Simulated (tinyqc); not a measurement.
Worked calculation: interface roughness in a thin film (subband fluctuation and scattering). Values are carried at full precision from step to step, so a last printed digit may differ when a step is redone from the rounded ones.

Square well of width t, barriers V0, c = hbar^2/2m0: E1 solves k t + 2 atan[(k/mz)/(kappa/mb)] = pi, k = sqrt(mz E/c), kappa = sqrt(mb (V0 - E)/c). One interface is rough, so the subband edge fluctuates by G dt with G = |dE1/dt| (central difference of 0.01 angstrom; 2 E1/t for hard walls).

Constants: hbar^2/2m0 = 3.80998211 eV angstrom^2; e^2/(4 pi eps0) = 14.39964547 eV angstrom; hbar = 6.58211957e-16 eV s.

Parameters, chosen for this exercise (near those of a thin Si channel on (100), two-fold valleys; shifted at random, so the results belong to these values and not to a real crystal):
- t = 20 angstrom (film thickness)
- mz = 0.893 m0 (confinement mass)
- V0 = 3.14 eV (barrier)
- mb = 0.47 m0 (barrier mass)
- D = 1.1 angstrom (rms height of the roughness)
- md = 0.194 m0 (mass in the plane)
- gv = 2 (valleys)
- Lc = 12 angstrom (correlation length)
- Ns = 1.7 x 1e12/cm^2 (sheet density)
- eps = 8.1 (mean dielectric constant at the channel)
- Lg = 300 angstrom (gate length)
- Wg = 150 angstrom (gate width)

## Sensitivity of the level to thickness

Give E1, G, the hard-wall values and the rms fluctuation G D.

E1 = 89.36 meV
G = |dE1/dt| = 8.2214 meV/angstrom

hard walls: E1 (meV) and G (meV/angstrom): 105.272  10.527

G D = 9.04 meV

Hard walls overstate G by a factor 1.28, and the scattering rate, which goes as G^2, by 1.64.

## The angular integrand

Gaussian roughness spectrum S(q) = pi D^2 Lc^2 exp(-q^2 Lc^2/4). Degenerate gas, taken to fill one subband (the second starts to fill once c kF^2/md exceeds E2 - E1, which is not tested here): kF = sqrt(2 pi Ns/gv), q = 2 kF sin(theta/2), 1/tau = (md/(2 pi c hbar)) G^2 times the integral from 0 to pi of S(q)(1 - cos theta)/eps(q)^2 dtheta, eps(q) = 1 + qs/q with screening (qs = gv md q0/(c eps), q0 = e^2/(4 pi eps0), form factors left out, which overstates the screening; other scattering is left out too, so these values lie far above measured mobilities in all but the thinnest films) or 1 without; mobility = tau c2/md with c2 = e/m0 = 1.75882e15 cm^2/(V s^2); 1e12/cm^2 = 1e-4/angstrom^2.

kF, qs, and exp(-q^2 Lc^2/4)(1 - cos theta) without and with the factor 1/eps^2 at theta = 30, 60, ..., 180 degrees.

kF = 0.02311 1/angstrom
qs = 0.1810 1/angstrom

Integrand:
```
theta,q (1/angstrom),bare,eps(q),screened
30,0.0120,0.133,16.13,0.000512
60,0.0231,0.490,8.83,0.00629
90,0.0327,0.962,6.54,0.0225
120,0.0400,1.42,5.52,0.0464
150,0.0446,1.74,5.06,0.0680
180,0.0462,1.85,4.92,0.0766
```

kF Lc = 0.28: the roughness is short-ranged for these electrons, and back-scattering dominates.

## Scattering time and mobility

Integrate over theta.

Results:
```
case,integral,tau (fs),mobility (cm^2/(V s))
bare,2.966,740.1,6710
screened,0.09529,2.304e+04,2.089e+05
```

Screening raises the mobility by a factor 31.1. With it kF l = 734, so by this rate the carriers are far from localisation. G D = 9.0 meV is more than half of EF - E1 = 10.5 meV, though, which makes the Born rate doubtful.

## Threshold variation

Averaged over an area A = Lg Wg much larger than Lc^2, the thickness varies by D sqrt(pi Lc^2/A), so sigma(Vt) = G D Lc sqrt(pi/A)/e; the Pelgrom coefficient is sigma sqrt(A) (1 micrometre = 1e4 angstrom).

rms of the mean thickness = 0.110 angstrom
sigma(Vt) = 0.907 mV
coefficient = 0.0192 mV micrometre

The electrostatic effect of the thickness is left out.

## Checks

- G from the envelope at the wall, psi(t/2)^2 (E1 + c mz (kappa/mb)^2), against the difference quotient, meV/angstrom: both 8.221.
- Bare integral for Lc -> 0 against pi: both 3.1416.

tinyqc: `OMP_NUM_THREADS=1 python tinyqc.py 1252120 1252121 out.jsonl`; about 0.01 s, one thread, shared Intel(R) Xeon(R) Processor @ 2.30GHz.
